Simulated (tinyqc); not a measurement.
How many bands a k.p model needs: band 5 from Gamma to K: k.p theory built from an empirical-pseudopotential calculation at Gamma.

Empirical pseudopotential on the fcc lattice, atoms at +/- tau, tau = a (1,1,1)/8, no spin-orbit coupling. H(G,G') = c (2 pi/a)^2 |k + G|^2 delta + VS(q) cos(q.tau) + i VA(q) sin(q.tau), q = G - G', c = hbar^2/2m0; k and G in units of 2 pi/a; VS at |q|^2 = 3, 8, 11 and VA at 3, 4, 11, in rydberg, zero elsewhere. The basis is fixed: all 113 G with |G|^2 up to Gcut. Energies are counted from the fourth level at Gamma.

k.p in the lowest n states at Gamma: H_nm = (E_n + c k^2) delta + 2 c k.<n|G|m>, k in 1/angstrom; with all states of the basis it is exact.

Constants: hbar^2/2m0 = 3.80998211 eV angstrom^2; Ry = 13.60569312 eV.

Parameters, chosen for this exercise (near those of Ge; shifted at random, so the results belong to these values and not to a real crystal):
- a = 5.655 angstrom (lattice constant)
- VS = (-0.237, 0.008, 0.06) Ry (symmetric form factors)
- VA = (0, 0, 0) Ry (antisymmetric form factors)
- Gcut = 20 (2 pi/a)^2 (largest |G|^2 of the fixed basis)

Band 5 (counted from below) at k = f (0.75, 0.75, 0) 2 pi/a; n ends on whole multiplets.

Energies (eV):

| f | n = 8 | n = 15 | n = 27 | n = 113 (exact) |
|---|---|---|---|---|
| 0.000 | 1.053 | 1.053 | 1.053 | 1.053 |
| 0.125 | 1.837 | 1.820 | 1.818 | 1.818 |
| 0.250 | 2.572 | 2.465 | 2.460 | 2.458 |
| 0.375 | 3.154 | 2.821 | 2.811 | 2.807 |
| 0.500 | 3.798 | 2.988 | 2.974 | 2.966 |
| 0.625 | 4.574 | 2.889 | 2.876 | 2.860 |
| 0.750 | 5.500 | 2.571 | 2.559 | 2.528 |
| 0.875 | 6.586 | 2.191 | 2.178 | 2.126 |
| 1.000 | 7.833 | 1.859 | 1.844 | 1.767 |

With n = 8 the band stays within 0.05 eV of the exact one up to f = 0.125 (error at K: +6.066 eV). With n = 15 the band stays within 0.05 eV of the exact one up to f = 0.750 (error at K: +0.092 eV). With n = 27 the band stays within 0.05 eV of the exact one up to f = 0.750 (error at K: +0.077 eV). A smaller basis can only raise a level. The exact band has its minimum on these points at f = 0.000; n = 8 puts it at f = 0.000.

Computed by tinyqc, a small Python program: `OMP_NUM_THREADS=1 python tinyqc.py 1080719 1080720 out.jsonl` (the numbers bound the seed that draws the inputs); one thread of a shared host (Intel(R) Xeon(R) Processor @ 2.30GHz), about 0.7 s for the whole set of steps.
